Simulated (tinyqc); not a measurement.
# Gate-all-around wire, scale length and short-channel effects, step by step

Computed by the program tinyqc: `OMP_NUM_THREADS=1 python tinyqc.py 2420010 2420011 out.jsonl`, one thread of a shared Intel Xeon 2.30GHz, about 0.01 s for the whole run. Printed values are rounded.

A round wire of diameter ts in an insulator shell of thickness ti under a surrounding gate. Below threshold the potential that source and drain add obeys Laplace's equation and vanishes on the gate. Its lowest mode decays along the channel as exp(-k y); k is the smallest positive root of the matching condition at the interface, and the scale length is Lambda = pi/k.

Parameters, values chosen for the exercise; permittivities: semiconductor close to that of silicon, insulator close to that of zirconium oxide: temperature T = 250 K; relative permittivity of the semiconductor eps_r = 11.8; relative permittivity of the insulator ei = 24.2; insulator thickness ti = 4.6 nm; wire diameter ts = 4.4 nm; channel length L = 24 nm; potential of the source Vbi = 0.87 V; potential of the barrier top at threshold sT = 0.44 V; long-channel threshold VTL = 0.27 V; long-channel body factor m = 1; drain voltage Vds = 0.5 V.

Constants: q = 1.602176634e-19 C, kB = 1.380649e-23 J/K, Vt = kB T/q. Results are converted to the units shown.

## Scan of the matching condition

| point | k (1/nm) |
|---|---|
| 0 | 0.0675 |
| 1 | 0.135 |
| 2 | 0.2025 |
| 3 | 0.27 |
| 4 | 0.3375 |
| 5 | 0.405 |
| 6 | 0.4725 |
| 7 | 0.54 |

f(k) = ei J0(u)[J1(u) Y0(v) - Y1(u) J0(v)] - eps_r J1(u)[J0(u) Y0(v) - Y0(u) J0(v)], u = k ts/2, v = u + k ti.

| point | f(k) |
|---|---|
| 0 | 99.0015 |
| 1 | 42.7306 |
| 2 | 21.6944 |
| 3 | 10.1915 |
| 4 | 3.1738 |
| 5 | -1.0560 |
| 6 | -3.3121 |
| 7 | -4.1276 |

The first change of sign lies between k = 0.3375 and 0.405 1/nm.

## Iteration 1: decay constant by Newton steps

k at the start = 0.405 1/nm

f(k) = ei J0(u)[J1(u) Y0(v) - Y1(u) J0(v)] - eps_r J1(u)[J0(u) Y0(v) - Y0(u) J0(v)], u = k ts/2, v = u + k ti; f' by a central difference with +/- 1e-5 1/nm; k(new) = k - f/f'.

f = -1.05601
f' = -46.5228 nm
k after iteration 1 = 0.382301 1/nm

## Iteration 2: decay constant by Newton steps

As before.

f = 0.114432
f' = -56.7859 nm
k after iteration 2 = 0.384316 1/nm

## Course of the iteration: decay constant by Newton steps

Stop when k changes by less than 1e-10 1/nm, or after 30 iterations.

Course of the iteration:

| iteration | k (1/nm) | \|change\| (1/nm) |
|---|---|---|
| 1 | 0.382301 | 0.0227 |
| 2 | 0.384316 | 2.02e-3 |
| 3 | 0.384334 | 1.73e-5 |
| 4 | 0.384334 | 1.26e-9 |
| 5 | 0.384334 | < 1e-14 |

Converged in 5 iterations. At the end the number of correct digits about doubles with each step.

## Scale length against simple estimates

k = 0.384334 1/nm

Lambda = pi/k and l = 1/k. A parabolic potential across the structure gives l(parabolic) = sqrt([2 eps_r ts^2 ln(1 + 2 ti/ts) + ei ts^2]/(16 ei)).

Lambda = 8.17413 nm
l = 2.60191 nm
l(parabolic) = 1.59424 nm

The parabolic estimate is 39 % below l.

## Threshold shift, barrier position and swing

Along the channel psi(y) = s + a exp(y/l) + b exp(-y/l) with psi(0) = Vbi, psi(L) = Vbi + Vds and l = 1/k = Lambda/pi; with A = Vbi - s, B = A + Vds, x = exp(-L/l): a = (B - A x) x/(1 - x^2), b = (A - B x)/(1 - x^2). The minimum is s + 2 sqrt(a b), at y = (l/2) ln(b/a). The long-channel potential follows the gate as s = sT + (Vg - VTL)/m, and the threshold VT is the gate voltage at which the minimum equals sT. Swing = m Vt ln 10/g at threshold, g = d(minimum)/ds = 1 - (b x + a)/((1 + x) sqrt(a b)).

s at threshold = 0.427167 V
a = 9.29994e-5 V
b = 0.442740 V
position of the minimum = 11.0167 nm
VT = 0.257167 V
swing = 50.6848 mV/decade

The threshold lies 12.8 mV below the long-channel value, and the barrier top sits at 0.46 L from the source.
